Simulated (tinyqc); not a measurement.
Admittance spectroscopy of a deep trap: effect of the trap density.

Schottky contact on an n-type layer with shallow donors Nd (all ionised) and a donor-like deep trap, neutral when filled and positive when empty; depletion approximation. Traps within lam of the depletion edge stay filled. The traps at xt = W - lam, where the level crosses the Fermi level, follow a slow signal and not a fast one. w = 2 pi f.

Emission rate en = sn vth(T) Nc(T) exp(-Et/kB T) = sn g T^2 exp(-Et/kB T), g = vth Nc/(300 K)^2, as vth goes as T^0.5 and Nc as T^1.5 (degeneracy factor 1). lam = sqrt(2 eps0 eps_r (EF - ET)/(q Nd)), EF - ET = Et - (kB T/q) ln(Nc(T)/Nd), Nc(T) = Nc (T/300 K)^1.5. In the steady state at the band bending V, 2 eps0 eps_r V/q = Nd W^2 + Nt (W - lam)^2 (the second term only if W > lam). V = Vbi + Vr. C_HF = eps0 eps_r/W, C_LF = eps0 eps_r (Nd + Nt)/(Nd W + Nt xt). Inflection frequency w0 = 2 en [1 + Nt xt/(Nd W)]; C = C_HF + (C_LF - C_HF)/(1 + (w/w0)^2), G/w = (C_LF - C_HF)(w/w0)/(1 + (w/w0)^2).

Inputs (values chosen for the exercise); material values close to those of germanium:

| symbol | value | unit | meaning |
|---|---|---|---|
| eps_r | 15.8 |  | relative permittivity |
| Nc | 1.06e19 | cm^-3 | conduction-band density of states at 300 K |
| vth | 3.3e7 | cm/s | thermal velocity at 300 K |
| Nd | 2.3e16 | cm^-3 | shallow donor density |
| Vbi | 0.47 | V | built-in voltage |
| Et | 0.28 | eV | depth of the trap below the conduction edge |
| sn | 1.7e-14 | cm^2 | capture cross-section |
| Vr | 0 | V | reverse bias |
| T | 175 | K | temperature |

Constants: q = 1.602176634e-19 C, kB = 1.380649e-23 J/K, eps0 = 8.8541878128e-14 F/cm where lengths are in cm. Results are converted to the units shown.

Effect of the trap density:
```
Nt (cm^-3),W (nm),step (% of C_HF),w0/(2 en)
5.9e14,188.6,1.660,1.009
1.2e15,188.3,3.351,1.018
2.3e15,187.8,6.339,1.034
4.6e15,186.8,12.35,1.068
9.2e15,184.8,23.51,1.134
1.8e16,181.7,42.36,1.252
3.6e16,176.6,74.02,1.474
7.2e16,169.9,121.9,1.861
```

What does the comparison show?

The step rises from 1.66 to 122 %, as Nt^(0.99) between the first two rows and Nt^(0.72) between the last two, and w0/(2 en) rises from 1.01 to 1.86: for Nt near Nd the rule w0 = 2 en overstates the cross-section by that factor.

Program tinyqc, `OMP_NUM_THREADS=1 python tinyqc.py 2050146 2050147 out.jsonl`; Intel Xeon 2.30GHz, shared host, one thread, about 0.01 s.
